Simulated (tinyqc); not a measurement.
Energy and delay of logic against supply voltage: one step of the calculation.

One expression serves below and above threshold: I(Vg) = Ik [ln(1 + exp((Vg - VT + dd V)/(al nf Vt)))]^al, with I_on = I(V) and I_off = I(0). Gate delay td = kd C V/I_on, clock period LD td. Per gate and cycle the switching energy is act C V^2 and the leakage energy I_off V LD td. No short-circuit current, no variation. Minima are sought above 0.09 V; below a few Vt gates no longer switch and the model has no meaning.

Problem. New V. Minimum-energy supply: E(V) is the energy per gate and cycle; with h = 0.001 V, E' = (E(V + h) - E(V - h))/(2 h), E'' = (E(V - h) - 2 E(V) + E(V + h))/h^2, V(new) = V - E'/E''.

Values chosen for this exercise; values of the order met in logic technologies:
- T = 358 K (temperature)
- VT = 0.43 V (threshold voltage at zero drain bias)
- nf = 1.35 (slope factor)
- dd = 0.04 (barrier lowering per volt of supply)
- Ik = 0.75 uA (specific current of a gate)
- al = 1.85 (exponent of the current law)
- C = 3.7 fF (load capacitance of a gate)
- kd = 0.9 (delay factor)
- LD = 40 (logic depth)
- act = 0.02 (activity factor)

Constants: q = 1.602176634e-19 C, kB = 1.380649e-23 J/K, Vt = kB T/q. Results are converted to the units shown.

V after iteration 1 = 0.36345606 V

Give: E'; E''; V after iteration 2.

Solution.

E' = -5.2239 aJ/V
E'' = 1093.9 aJ/V^2
V after iteration 2 = 0.36823 V

tinyqc, about 0.01 s, one thread, Intel Xeon 2.30GHz (shared host): `OMP_NUM_THREADS=1 python tinyqc.py 2082014 2082015 out.jsonl`
